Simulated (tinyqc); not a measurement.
Strained quantum well: band edges, subbands and transparency: sweeps and comparisons. A value that a table varies takes the place of the one given here.

Growth on (001), barriers unstrained: tr(e) = e (2 - nu2), Z = b e (1 + nu2); Ec = Ev + Eg + ac tr(e), E_HH = Ev + av tr(e) + Z, E_LH = Ev + av tr(e) - Z (coupling to the split-off band left out).

Masses along z: me, 1/(g1 - 2 g2) for HH, 1/(g1 + 2 g2) for LH, likewise in the barrier; in the plane me, 1/(g1 + g2) for HH and 1/(g1 - g2) for LH (no mixing, which understates the hole masses away from k = 0). Level n solves k L + 2 atan[(k/m)/(kappa/mb)] = n pi, k = sqrt(m E/c), kappa = sqrt(mb (V - E)/c), c = hbar^2/2m0.

Transparency (Bernard-Duraffourg): Fc - Fv equals the lowest transition energy with n = p, n = sum m/(2 pi c) kB T ln(1 + exp((Fc - E)/kB T)) and p likewise over the listed subbands; c = hbar^2/2m0, 1/angstrom^2 = 1e16/cm^2.

Constants: hbar^2/2m0 = 3.80998211 eV angstrom^2; kB = 8.617333262e-05 eV/K; hc = 1239.841984 eV nm.

Parameters, chosen for this exercise (near those of an InGaAs/AlGaAs well; shifted at random, so the results belong to these values and not to a real crystal):
- nu2 = 0.942 (2 C12/C11)
- Eg = 1.23 eV (unstrained gap of the well)
- Ev = -0.773 eV (its valence edge)
- ac = -6.9 eV
- av = 1.14 eV (Ev moves by av tr(e))
- b = -1.97 eV (shear potential)
- Egb = 1.676 eV (gap of the barrier)
- Evb = -0.905 eV (its valence edge)
- L = 52 angstrom (well width)
- me = 0.0607 m0 (electron mass)
- g1 = 8.67 (gamma1)
- g2 = 2.9 (gamma2)
- meb = 0.084 m0
- g1b = 6.3
- g2b = 1.8
- T = 300 K (temperature)
- es = (-0.02, -0.014, -0.008, -0.003, 0, 0.003, 0.007, 0.012) (strains)
- e = -0.0092 (strain in the plane)
- Ls = (25, 35, 50, 65, 85, 110, 150) angstrom (widths)

## Strain as a design knob

Only the strain is changed; the unstrained gap and the masses are kept.

Results:

| e (%) | wavelength (nm) | top hole | hh1 - lh1 (meV) | n_tr (1e12/cm^2) | share in top |
|---|---|---|---|---|---|
| -2.0 | 879 | hh1 | 151 | 0.567 | 0.90 |
| -1.4 | 892 | hh1 | 118 | 0.573 | 0.88 |
| -0.8 | 907 | hh1 | 82 | 0.593 | 0.82 |
| -0.3 | 920 | hh1 | 50 | 0.644 | 0.68 |
| 0.0 | 928 | hh1 | 31 | 0.708 | 0.55 |
| 0.3 | 937 | hh1 | 11 | 0.808 | 0.40 |
| 0.7 | 960 | lh1 | -16 | 0.828 | 0.75 |
| 1.2 | 1002 | lh1 | -49 | 0.766 | 0.91 |

n_tr is largest at e = +0.7 % (0.83), where hh1 - lh1 = -16 meV and the top subband holds 75 % of the holes, and smallest, 0.57, at -2.0 %. The top hole level turns from hh to lh, and the light from TE to TM, between +0.3 and +0.7 %. The wavelength runs from 879 to 1002 nm.

## Width of the well

All levels anew.

Results:

| L (angstrom) | wavelength (nm) | top hole | hh1 - lh1 (meV) | n_tr (1e12/cm^2) | share in top | n_tr/L (1e18/cm^3) |
|---|---|---|---|---|---|---|
| 25 | 839 | hh1 | 79 | 0.570 | 0.89 | 2.28 |
| 35 | 870 | hh1 | 87 | 0.570 | 0.89 | 1.63 |
| 50 | 901 | hh1 | 89 | 0.583 | 0.85 | 1.17 |
| 65 | 920 | hh1 | 88 | 0.612 | 0.76 | 0.94 |
| 85 | 936 | hh1 | 85 | 0.662 | 0.65 | 0.78 |
| 110 | 948 | hh1 | 82 | 0.735 | 0.55 | 0.67 |
| 150 | 958 | hh1 | 79 | 0.878 | 0.43 | 0.59 |

The wavelength tunes by 119 nm. The sheet density at transparency changes from 0.57 to 0.88, the top hole subband holding 0.89 and 0.43 of the holes at the ends, while the volume density falls by a factor 3.9. Critical thickness and carrier escape are left out.

## What each parameter does

Edge wavelength, hh1 - lh1 and n_tr. Each row changes one parameter from the base and keeps the others.

Results:

| case | wavelength (nm) | hh1 - lh1 (meV) | n_tr (1e12/cm^2) |
|---|---|---|---|
| base | 904.1 | 89.3 | 0.587 |
| L = 44 angstrom | 890.4 | 89.2 | 0.576 |
| e = -0.0112 | 899.1 | 101.5 | 0.581 |
| Eg = 1.21 eV | 915.7 | 89.3 | 0.587 |
| b = -2.27 eV | 907.5 | 98.3 | 0.582 |
| ac = -6.21 eV | 907.9 | 89.3 | 0.587 |
| me = 0.0668 m0 | 905.4 | 89.3 | 0.619 |
| g1 = 9.19 | 902.8 | 87.6 | 0.571 |
| T = 340 K | 904.1 | 89.3 | 0.685 |

The largest shifts from the base row, up to three for each result and ties (the steps differ in size, so this ranks the rows, not the parameters). wavelength (nm): L -13.7, Eg +11.6, e -4.9; unchanged at the printed digits by T. hh1 - lh1 (meV): e +12.2, b +9.0, g1 -1.7; unchanged at the printed digits by Eg, ac, me and T. n_tr (1e12/cm^2): T +0.098, me +0.032, g1 -0.016; unchanged at the printed digits by Eg and ac.

Run: tinyqc, `OMP_NUM_THREADS=1 python tinyqc.py 1281996 1281997 out.jsonl`; Intel(R) Xeon(R) Processor @ 2.30GHz, one thread, shared host; about 0.01 s of CPU time with all checks.
